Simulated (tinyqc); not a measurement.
Inside a calculation. Method: Pariser-Parr-Pople SCF with singles CI, for the molecule Fc1cnc2nc[nH]c2n1 (SMILES; centres numbered as the heavy atoms are written). One step of it, computed by the program tinyqc.

Task: Singles CI, singlets. Over the 6 single excitations with the smallest orbital gaps: A = (e_a - e_i) delta + 2 (ia|jb) - (ij|ab), with (pq|rs) = sum c_mp c_mq gamma_mn c_nr c_ns. f = 2/3 w |mu|^2 in atomic units, mu = sqrt2 sum c_ia sum_m c_mi c_ma R_m.

orbital energies (eV): -18.789478  -16.166693  -13.952974  -13.268873  -10.955386  -10.299415  -1.313847  0.541504  1.323681  3.486182

coefficients:
```
,MO1,MO2,MO3,MO4,MO5,MO6,MO7,MO8,MO9,MO10
1F,0.949740,-0.154193,0.182862,0.064282,-0.037923,0.137679,0.066889,0.056845,-0.077441,0.050516
2C,0.266957,0.140050,-0.338843,-0.140584,0.116687,-0.443966,-0.346287,-0.336628,0.465616,-0.337324
3C,0.084230,0.153301,-0.384545,0.236161,-0.259358,-0.383904,-0.357317,0.466228,-0.266382,0.367567
4N,0.042050,0.257940,-0.376438,0.499157,-0.366618,0.093705,0.483349,-0.161517,-0.065807,-0.365517
5C,0.023834,0.348000,-0.091159,0.303987,0.131155,0.442424,-0.162529,-0.247354,0.402850,0.561054
6N,0.011299,0.338169,0.266420,0.407621,0.558891,-0.095009,-0.232468,-0.115136,-0.450543,-0.238132
7C,0.009924,0.345061,0.429938,0.116594,0.063073,-0.412449,0.395402,0.383613,0.447884,0.064804
8N,0.020323,0.451769,0.391730,-0.281815,-0.553846,-0.112743,-0.132483,-0.402170,-0.230561,0.103499
9C,0.048849,0.451703,-0.069747,-0.307840,-0.034215,0.482167,-0.222300,0.500356,0.071576,-0.394203
10N,0.119466,0.322361,-0.373782,-0.474165,0.376583,-0.087750,0.458848,-0.079357,-0.278848,0.270474
```

repulsion gamma_rs (eV), lower triangle:
```
,1F,2C,3C,4N,5C,6N,7C,8N,9C,10N
1F,21.400000
2C,8.693586,11.130000
3C,5.578854,7.556054,11.130000
4N,3.788257,5.297283,7.729507,12.300000
5C,3.354786,4.668361,5.238603,7.726263,11.130000
6N,2.552112,3.305074,3.621260,5.117245,7.728752,12.300000
7C,2.390640,2.994007,2.994047,3.741969,5.521135,7.730558,11.130000
8N,2.861128,3.673651,3.344998,3.866796,5.786961,5.826479,8.285093,16.800000
9C,3.780979,5.238603,4.668704,5.296490,7.556054,5.587891,5.521171,8.281313,11.130000
10N,5.601932,7.728634,5.297071,4.744040,5.296156,3.813110,3.742147,5.248831,7.726570,12.300000
```

Centres (angstrom, eV; a flat drawing with bonds scaled to 1.40 angstrom):
```
centre,x,y,core charge z,W,gamma_rr
1F,-3.206000,0.690000,2,39.000000,21.400000
2C,-1.887000,0.221000,1,11.160000,11.130000
3C,-1.633000,-1.155000,1,11.160000,11.130000
4N,-0.314000,-1.624000,1,14.100000,12.300000
5C,0.752000,-0.715000,1,11.160000,11.130000
6N,2.140000,-0.899000,1,14.100000,12.300000
7C,2.743000,0.364000,1,11.160000,11.130000
8N,1.729000,1.328000,2,25.600000,16.800000
9C,0.498000,0.661000,1,11.160000,11.130000
10N,-0.822000,1.130000,1,14.100000,12.300000
```

Give: singlet CI matrix; singlet excitation energies; oscillator strengths.

Result:

singlet CI matrix (eV), lower triangle:
```
,6>7,5>7,6>8,5>8,6>9,4>7
6>7,4.7068
5>7,-0.0712,5.1772
6>8,0.0232,0.7957,6.0502
5>8,-0.8009,0.1104,0.1284,6.7556
6>9,0.0627,-0.4413,0.0263,-0.0523,6.7606
4>7,-0.0186,-0.1612,-0.3471,-0.2425,0.3187,6.9244
```

singlet excitation energies (eV): 4.4149  4.6380  6.2908  6.5832  6.9046  7.5433

oscillator strengths: 0.4531  0.0558  0.3595  0.1555  0.8262  0.9972
